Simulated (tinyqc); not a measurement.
## Polycrystalline film, grain-boundary barriers (Seto model): effect of the temperature

One-dimensional grains of size Lg with donors N; each boundary has Qt acceptor-like traps per area at one level Et below the band edge. Trapped electrons qt deplete a width w = qt/N (both sides together) and raise a barrier Vb = q N w^2/(8 eps0 eps_r). Current crosses the barriers by thermionic emission at small bias. Abrupt depletion, full ionisation, Boltzmann statistics.

Nc is given at 300 K and scales as (T/300 K)^1.5; mg and vc are fixed. Partly depleted grains: the density at the grain centre is n0 = N and qt = Qt/(1 + 2 (Nc/N) exp((Vb - Et)/Vt)). If that gives qt >= N Lg, the grains are fully depleted: qt = N Lg, w = Lg and n0 = 2 Nc exp((Vb - Et)/Vt)/(Qt/(N Lg) - 1). Resistivity: barriers rb = Vt exp(Vb/Vt)/(q n0 vc Lg), grain interior rg = (1 - w/Lg)/(q mg N); effective mobility 1/(q N (rb + rg)).

Values chosen for this exercise; values close to those of polycrystalline silicon:
```
symbol,value,unit,meaning
eps_r,11.7,,relative permittivity of the semiconductor
Lg,30,nm,grain size
Qt,3.8e12,cm^-2,trap density at a boundary
N,8.9e18,cm^-3,donor density
mg,230,cm^2/(V s),mobility inside a grain
vc,3.1e6,cm/s,collection velocity at the barrier
Nc,2.8e19,cm^-3,conduction-band density of states at the reference temperature
Et,0.57,eV,trap level below the band edge
```

Constants: q = 1.602176634e-19 C, kB = 1.380649e-23 J/K, Vt = kB T/q, eps0 = 8.8541878128e-14 F/cm where lengths are in cm. Results are converted to the units shown.

The same in every row: n0 (cm^-3) = 8.9000e18.

Effect of the temperature:

| T (K) | w/Lg | Vb (V) | resistivity (ohm cm) |
|---|---|---|---|
| 220 | 0.14232 | 0.031366 | 0.010093 |
| 250 | 0.14232 | 0.031366 | 0.0095821 |
| 280 | 0.14232 | 0.031366 | 0.0092911 |
| 310 | 0.14232 | 0.031366 | 0.0091327 |
| 340 | 0.14232 | 0.031366 | 0.0090599 |
| 370 | 0.14232 | 0.031366 | 0.0090455 |
| 400 | 0.14232 | 0.031366 | 0.0090724 |
| 430 | 0.14232 | 0.031366 | 0.0091296 |

Read the table: what changes, and by how much?

As T goes from 220 to 430 K, the barrier stays near 0.0314 V and the resistivity goes from 0.0101 through a minimum of 0.00905 (at T = 370 K among the rows listed) to 0.00913 ohm cm. The grains are fully depleted in 0 of the 8 rows. The activation energy between the first two rows is 0.00820 eV. In every row the barrier is under 2 Vt, where the depletion and emission pictures are rough. In every row N passes 0.3 Nc, where degeneracy and tunnelling through the thin barriers matter.

Program tinyqc, `OMP_NUM_THREADS=1 python tinyqc.py 2610058 2610059 out.jsonl`; Intel Xeon 2.30GHz, shared host, one thread, about 0.01 s.
